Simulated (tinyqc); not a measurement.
# Capacitances from a Coulomb diamond

Inverse problem. A single-electron transistor has the bias V on its left lead and the right lead at 0 V. Its diamonds repeat every q/Cg in gate voltage, close at |V| = q/Cs with Cs = CL + CR + Cg, and have edges of slope dV/dVg = -Cg/CL and Cg/(Cs - CL). Find Cg, Cs, CL and CR.

Constants: q = 1.602176634e-19 C. Results are converted to the units shown.

gate period = 500.68020 mV
bias at the tip of the diamond = 30.116102 mV
slope dV/dVg of the rising edge = 0.13793103

Solution. The period gives Cg, the tip Cs, and the rising edge Cs - CL = CR + Cg.

Cg = 0.3200 aF
Cs = 5.320 aF
CL = 3.000 aF
CR = 2.000 aF

Numbers from tinyqc (`OMP_NUM_THREADS=1 python tinyqc.py 2780022 2780023 out.jsonl`; about 0.01 s on one thread of a shared Intel Xeon 2.30GHz).
